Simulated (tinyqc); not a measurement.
## Counting rate against photon rate

True rate n = nph PDP (dark counts neglected); measured n/(1 + n td) for a non-paralysable detector, n exp(-n td) for a paralysable one.

Values chosen for this exercise:
```
symbol  value  unit    meaning
td         50    ns  dead time
```

PDP = 0.243

Result of one run:
```
nph (1/s)   n td  non-paralysable (1/s)  paralysable (1/s)
2.9e8      3.523                1.558e7            2.079e6
```

What becomes of these results when the photon rate nph is changed from 2.9e8 to 1.9e6 1/s, all else the same?

Result of the changed run:
```
nph (1/s)     n td  non-paralysable (1/s)  paralysable (1/s)
1.9e6      0.02309                4.513e5            4.512e5
```

The whole series:
```
nph (1/s)      n td  non-paralysable (1/s)  paralysable (1/s)
8.2e5      0.009963                1.973e5            1.973e5
1.9e6       0.02309                4.513e5            4.512e5
4.4e6       0.05346                1.015e6            1.014e6
1e7          0.1215                2.167e6            2.152e6
2.3e7        0.2794                4.368e6            4.226e6
5.4e7        0.6561                7.923e6            6.809e6
1.2e8         1.458                1.186e7            6.786e6
2.9e8         3.523                1.558e7            2.079e6
6.6e8         8.019                1.778e7            5.279e4
```

The non-paralysable rate climbs towards 1/td = 2.00e7 1/s and reaches 0.889 of it. The paralysable rate goes from 1.97e5 through a maximum of 6.81e6 (at nph = 5.4e7 1/s among the rows listed) to 52800 1/s; its true maximum, 1/(e td) = 7.36e6 1/s, lies at n td = 1, so a measured rate below that has two possible causes.

Numbers from tinyqc (`OMP_NUM_THREADS=1 python tinyqc.py 2630101 2630102 out.jsonl`; about 0.01 s on one thread of a shared Intel Xeon 2.30GHz).
